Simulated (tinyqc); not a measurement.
Inside a calculation: polytypes by hexagonality, and a cubic inclusion as a quantum well. Values are carried at full precision from step to step, so a last printed digit may differ when a step is redone from the rounded ones.

A layer is h if its two neighbours in the periodic sequence sit on the same site, k otherwise; the hexagonality h is the share of h layers.

Constants: hbar^2/2m0 = 3.80998211 eV angstrom^2.

Parameters, chosen for this exercise (of the order of those of SiC; not measured data):
- E3 = 2.373 eV (gap of the cubic polytype)
- E2 = 3.341 eV (gap of 2H)
- Ev2 = 0.109 eV (valence top of 2H above that of 3C)
- P2 = -0.0394 C/m^2 (spontaneous polarisation of 2H)
- Es = 3.239 eV (gap at the hexagonality hs)
- hs = 0.5 (hexagonality up to which the first line holds)
- m = (0.293, 0.326) m0 (electron mass along c in the cubic layer and in the host)
- d = 2.522 angstrom (thickness of a double layer)
- eps = 9.9 (dielectric constant)
- N = 6 (double layers in the cubic inclusion)

## Hexagonality

Stacking sequences:
```
polytype         sequence
8H               ABCABACB
6H                 ABCACB
15R       ABCACBCABACABCB
10H            ABCABCBACB
4H                   ABCB
```

Give the h/k string and h of each.

Hexagonality:
```
polytype       h/k string       h
8H               hkkkhkkk  0.2500
6H                 hkkhkk  0.3333
15R       hkkhkhkkhkhkkhk  0.4000
10H            hkkkkhkkkk  0.2000
4H                   hkhk  0.5000
```

## Gaps and band edges

Gap: E3 + (Es - E3) h/hs for h up to hs, then linear from Es to E2 at h = 1. Valence top Ev2 h and polarisation P2 h, both counted from 3C; Ec = Ev + gap.

Evaluate for each polytype.

Results:
```
polytype  gap (eV)  Ev (eV)  Ec (eV)  P (C/m^2)
8H          2.8060   0.0272   2.8333   -0.00985
6H          2.9503   0.0363   2.9867   -0.01313
15R         3.0658   0.0436   3.1094   -0.01576
10H         2.7194   0.0218   2.7412   -0.00788
4H          3.2390   0.0545   3.2935   -0.01970
```

The widest gap is that of 4H, the narrowest that of 10H. Ev and Ec both rise with h, so 3C collects electrons and the more hexagonal side holes: a staggered line-up.

## The bound level without the field

A cubic inclusion of width L = N d in the host (h = 0.5) is a well of depth V = Ec(host) - Ec(3C). Square well with mass mismatch: k tan(k L/2) = (m_w/m_b) q, k = sqrt(m_w E/c), q = sqrt(m_b (V - E)/c), c = hbar^2/2m0, lowest root. The depth of the level, V - E, is its binding, and the transition to the valence top of the host is gap(host) - (V - E). The step in polarisation gives a field |F| = |P|/(eps eps0) in a thin inclusion, eps0 = 8.8541878e-12 F/m.

Give V, L, the level E, its depth below the host conduction edge and the transition to the valence top of the host, gap(host) - (V - E).

V = 0.9205 eV
L = 15.132 angstrom
E above the bottom = 0.2351 eV
depth below the host edge = 0.6854 eV
transition = 2.5536 eV

The level keeps 74 % of the well depth. The transition lies above the gap of 3C itself (2.373 eV).

## The polarisation field

Give |F|, the drop |F| L, the bound charge |P|/e per cm^2 (e = 1.602176634e-19 C), and, as a first estimate, the shift -|F| L/2 of the transition for an electron centred in the layer and a hole in the host on the high side.

|F| = 2.247 MV/cm
drop = 340.1 meV
bound charge = 1.23e+13 cm^-2
estimated shift = -170.0 meV

The drop is 37 % of the well depth. The host edge on the low side sinks by 170 meV against the centre, less than the 685 meV by which the flat well binds.

## Checks

- Square-well root against finite differences on a grid of 0.5 angstrom (eV): both 0.235.

Run: tinyqc, `OMP_NUM_THREADS=1 python tinyqc.py 1850494 1850495 out.jsonl`; Intel(R) Xeon(R) Processor @ 2.30GHz, one thread, shared host; about 0.05 s of CPU time with all checks.
